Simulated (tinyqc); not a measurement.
# From one set of inputs to another, one input at a time

Model: Bloch-Grueneisen resistivity of a metal. Computed by tinyqc, a small Python program. Command: `OMP_NUM_THREADS=1 python tinyqc.py 3023077 3023078 out.jsonl bg ladder`. One thread of a shared host (Intel(R) Xeon(R) Processor @ 2.30GHz), about 0.01 s of CPU time with the checks.

Electrons scatter from a Debye spectrum of phonons (n = 5 for scattering within one band, n = 3 for scattering into a second, heavy band) and from static defects.

The inputs printed are set A. Set A is modelled on gold; the values taken over come from a set modelled on iridium. Inputs not listed in the table keep their values of set A, so the rows need not describe a real material.

Inputs (values chosen for the exercise, modelled on gold):

| quantity | value | unit |
|---|---|---|
| exponent n | 5 | - |
| Debye temperature Theta | 186 | K |
| transport coupling lambda_tr | 0.17 | - |
| Drude plasma energy hbar w_p | 8.8 | eV |
| residual resistivity rho_0 | 0.6 | microohm cm |
| temperature T | 600 | K |

Addition: none.

Constants: k_B = 1.380649e-23 J/K; hbar = 1.054571817e-34 J s; eps_0 = 8.8541878128e-12 F/m; hbar = 6.582119569e-16 eV s; k_B = 8.617333262e-05 eV/K.

Method:
- J_n(y) = int_0^y x^n e^x/(e^x - 1)^2 dx, by 96 Gauss-Legendre points (upper limit at most 60).
- rho_ph = (n - 1) rho_1 (T/Theta)^n J_n(Theta/T), with rho_1 = 2 pi lambda_tr k_B Theta/(hbar eps_0 w_p^2), the high-temperature line at T = Theta.
- Matthiessen's rule: rho = rho_0 + rho_ph.
- Temperature coefficient (1/rho) d rho/dT by a central difference of +/- 0.5 K; residual ratio rho(295 K)/rho(4.2 K); scattering time tau = 1/(eps_0 w_p^2 rho); Wiedemann-Franz kappa = L_0 T/rho, L_0 = (pi^2/3)(k_B/e)^2.

Each row keeps all changes above it:

| input moved | from | to | temperature coefficient (1e-3/K) | residual resistance ratio | Wiedemann-Franz conductivity (W/(m K)) |
|---|---|---|---|---|---|
| set A | - | - | 1.5124 | 5.25 | 249.57 |
| residual resistivity rho_0 (microohm cm) | 0.6 | 0.013 | 1.6803 | 197.07 | 277.28 |
| temperature T (K) | 600 | 400 | 2.5503 | 197.07 | 278.78 |
| transport coupling lambda_tr | 0.17 | 0.34 | 2.5551 | 393.00 | 139.65 |
| Debye temperature Theta (K) | 186 | 289 | 2.6386 | 381.33 | 142.02 |

Which inputs carry the difference?

Temperature coefficient goes from 1.51 to 2.64, a factor 1.74 in all. The largest single move comes from temperature T (a factor 1.52). Residual resistance ratio goes from 5.25 to 381, a factor 72.6 in all. The largest single move comes from residual resistivity rho_0 (a factor 37.5). Wiedemann-Franz conductivity goes from 250 to 142, a factor 0.569 in all. The largest single move comes from transport coupling lambda_tr (a factor 0.501), and residual resistivity rho_0 works against it (a factor 1.11). The single moves hold for this order of the switches; the total does not depend on the order.

Extremes, crossings and ranges named in words are read from the listed rows.
